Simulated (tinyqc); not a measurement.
From results to parameters: two-site tight-binding chain. Computed by the program tinyqc.

Problem. A two-site chain has site energies +delta (A) and -delta (B) and hoppings t1 > t2 > 0, so E = +/- sqrt(delta^2 + |t1 + t2 exp(-ika)|^2). Find delta, t1 and t2.

upper band at k = 0 = 2.613063 eV
upper band at the zone edge = 1.427060 eV
weight of the upper band on site A at the zone edge = 0.994023

Solution. The weight on A is (1 + delta/E)/2, which gives delta; then t1 + t2 = sqrt(E(0)^2 - delta^2) and t1 - t2 = sqrt(E(edge)^2 - delta^2).

delta, t1, t2 (eV): 1.4100  1.2100  0.9900
